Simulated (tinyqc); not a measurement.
Short-period [001] superlattice in sp3s* tight binding: one step. Levels of the small cell. The numbers come from values chosen for the exercise (A near a published set for GaAs, B for AlAs).

H (eV), rows sa1, za1, *a1, sc1, zc1, *c1, sa2, za2, *a2, sc2, zc2, *c2 and columns alike:
```
[[-8.19172, 0, 0, -3.23100, 2.24350, 0, 0, 0, 0, -3.32250, -2.55450, 0],
 [0, 0.77328, 0, -2.89150, 0.97950, -2.40700, 0, 0, 0, 2.75650, 0.93900, 2.49400],
 [0, 0, 7.79978, 0, 2.42550, 0, 0, 0, 0, 0, -2.26550, 0],
 [-3.23100, -2.89150, 0, -2.64691, 0, 0, -3.23100, 2.89150, 0, 0, 0, 0],
 [2.24350, 0.97950, 2.42550, 0, 3.67209, 0, -2.24350, 0.97950, -2.42550, 0, 0, 0],
 [0, -2.40700, 0, 0, 0, 6.72609, 0, 2.40700, 0, 0, 0, 0],
 [0, 0, 0, -3.23100, -2.24350, 0, -8.19172, 0, 0, -3.32250, 2.55450, 0],
 [0, 0, 0, 2.89150, 0.97950, 2.40700, 0, 0.77328, 0, -2.75650, 0.93900, -2.49400],
 [0, 0, 0, 0, -2.42550, 0, 0, 0, 7.79978, 0, 2.26550, 0],
 [-3.32250, 2.75650, 0, 0, 0, 0, -3.32250, -2.75650, 0, -1.64353, 0, 0],
 [-2.55450, 0.93900, -2.26550, 0, 0, 0, 2.55450, 0.93900, 2.26550, 0, 3.11347, 0],
 [0, 2.49400, 0, 0, 0, 0, 0, -2.49400, 0, 0, 0, 6.23547]]
```

Question. Diagonalise (s, pz, s* block of a cell with n = 1, m = 1; px and py are apart). The lowest 4 levels are filled. Give the share of the cation weight of the lowest empty level that lies on the A cations, c1.

Give: levels; share on A cations.

Answer.

levels (eV): [-12.393, -10.084, -7.252, -0.238, 1.903, 1.924, 2.432, 4.406, 6.484, 7.800, 10.078, 11.159]

share on A cations = 0.816

The lowest empty level is number 5, at 1.903 eV.

(tinyqc, `OMP_NUM_THREADS=1 python tinyqc.py 1450129 1450130 out.jsonl`, Intel(R) Xeon(R) Processor @ 2.30GHz, 1 thread, shared host, about 0.3 s.)
